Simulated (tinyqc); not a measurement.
# Worked calculation: stacked nanosheet transistor, parasitic resistance, capacitance and delay

Program tinyqc, `OMP_NUM_THREADS=1 python tinyqc.py 2170063 2170064 out.jsonl`; Intel Xeon 2.30GHz, shared host, one thread, about 0.06 s. Printed values are rounded.

Ns sheets share one contact on top; each has perimeter p = 2 (Ws + ts) and cross-section A = Ws ts; contact width Wc = Ws + 10 nm, stack height Hs = Ns pv. Sheet 1 is the top one. Contact length Lc = CPP - Lg - 2 Lsp, shared by two neighbouring gates. Source and drain sides are equal. The formulas are first-order estimates, not field solutions.

Values chosen for this exercise; values close to those of silicon logic devices: temperature T = 300 K; number of sheets Ns = 3; sheet width Ws = 30 nm; sheet thickness ts = 4 nm; vertical pitch of the sheets pv = 14 nm; vertical resistance between sheet levels rv = 158 ohm; contacted gate pitch CPP = 70 nm; gate length Lg = 14 nm; spacer length Lsp = 5 nm; relative permittivity of the spacer ks = 5.5; gate height above the channel stack Hc = 25 nm; contact resistivity rc = 7.9e-10 ohm cm^2; resistivity of the source-drain epitaxy re = 0.00038 ohm cm; current-carrying depth of the epitaxy te = 30 nm; resistivity of the extension rx = 0.00074 ohm cm; gate overlap Lov = 1 nm; inversion capacitance Cinv = 3.3 uF/cm^2; injection velocity vx = 1e7 cm/s; apparent mobility mu = 260 cm^2/(V s); threshold at zero drain voltage VT = 0.21 V; barrier lowering dl = 0.056 V/V; subthreshold factor n = 1.25; wire load Cw = 0.34 fF; supply voltage Vdd = 0.8 V.

Constants: q = 1.602176634e-19 C, kB = 1.380649e-23 J/K, eps0 = 8.8541878128e-12 F/m, Vt = kB T/q. Results are converted to the units shown.

## Geometry and resistances

Epitaxy sheet resistance Rsh = re/te, transfer length LT = sqrt(rc/Rsh), contact Rc = [sqrt(rc Rsh)/Wc] coth(Lc/(2 LT)); extension of one sheet Rx = rx Lsp/A. Effective width N p; for equal currents and rv = 0 one side has Rc + Rx/N.

Lc = 46 nm
effective width = 204 nm
Rsh = 126.667 ohm
LT = 24.9737 nm
Rc = 108.877 ohm
Rx = 308.333 ohm
one side times effective width = 43.1775 ohm um

Lc/2 is 0.92 transfer lengths, and Rc is 27 % above the area limit rc/(Wc Lc/2). The contact makes up 51.4 % of one side.

## Capacitances

With N sheets: gate Cg = Cinv p N Lg; per side, plate Cp = ks eps0 [Wc (Hs + Hc) - N A]/Lsp, top fringe Cf = (2/pi) ks eps0 Wc ln(1 + Lg/(2 Lsp)), overlap Co = Cinv p N Lov. Cs = Cp + Cf + Co. An inverter of two such devices driving an equal one has the load CL = 2 (Cg + 2 Cs) + 4 Cs + Cw (its own drains counted twice for the Miller effect).

Cg = 94.2480 aF
Cp = 22.5959 aF
Cf = 1.08566 aF
Co = 6.732 aF
CL = 771.804 aF

The channel capacitance gives 24.4 % of CL, the parasitic parts 31.5 % and the wire 44.1 %.

## Iteration 1: sheet currents at Vgs = Vdd, Vds = Vdd/2

I at the start (uA): sheet 1 0, sheet 2 0, sheet 3 0

One sheet: I = p Q vx u/(1 + |u|^1.8)^(1/1.8), Q = Cinv n Vt ln(1 + exp((Vg' - VT + dl Vd')/(n Vt))), u = Vd' mu/(vx Lg), Vg' = Vgs - v, Vd' = Vds - 2 v, with the drop on each side v_j = Rc sum I + rv (sum over levels k = 2..j of the current of sheets k..Ns) + Rx I_j. I(new) = I(out).

drop v (mV): sheet 1 0, sheet 2 0, sheet 3 0
I(out) (uA): sheet 1 135.399, sheet 2 135.399, sheet 3 135.399
I after iteration 1 (uA): sheet 1 135.399, sheet 2 135.399, sheet 3 135.399

## Iteration 2: sheet currents at Vgs = Vdd, Vds = Vdd/2

As before.

drop v (mV): sheet 1 85.9734, sheet 2 128.759, sheet 3 150.153
I(out) (uA): sheet 1 111.436, sheet 2 96.3376, sheet 3 85.3106
I after iteration 2 (uA): sheet 1 111.436, sheet 2 96.3376, sheet 3 85.3106

## Course of the iteration: sheet currents at Vgs = Vdd, Vds = Vdd/2

Stop when the largest change of I is below 1e-6 uA, or after 80 iterations.

Course of the iteration:
```
iteration  total I (uA)  largest |change| of one entry (uA)
1               406.197                                 135
2               293.085                                50.1
3               334.231                                21.5
4               320.604                                7.15
5               325.309                                2.51
6               323.701                               0.857
7               324.253                               0.295
8               324.064                               0.101
9               324.129                              0.0348
10              324.107                              0.0119
11              324.114                             4.09e-3
12              324.112                             1.41e-3
13              324.113                             4.82e-4
14              324.112                             1.66e-4
15              324.112                             5.68e-5
16              324.112                             1.95e-5
17              324.112                             6.70e-6
18              324.112                             2.30e-6
19              324.112                             7.89e-7
```

Converged in 19 iterations. At the end each change is about 0.34 times the one before: linear convergence. The bottom sheet carries 87.6 % of the current of the top one.

## Effective current, delay and energy

IH = I(Vdd, Vdd/2) = 324.112 uA
IL = I(Vdd/2, Vdd), solved likewise = 128.856 uA

Ieff = (IH + IL)/2, delay CL Vdd/(2 Ieff), energy CL Vdd^2, with CL the load of an inverter that drives an equal one.

Ieff = 226.484 uA
delay = 1.36311 ps
energy = 493.955 aJ

Without any series resistance Ieff would be 282 uA, so the resistances cost 19.6 %.
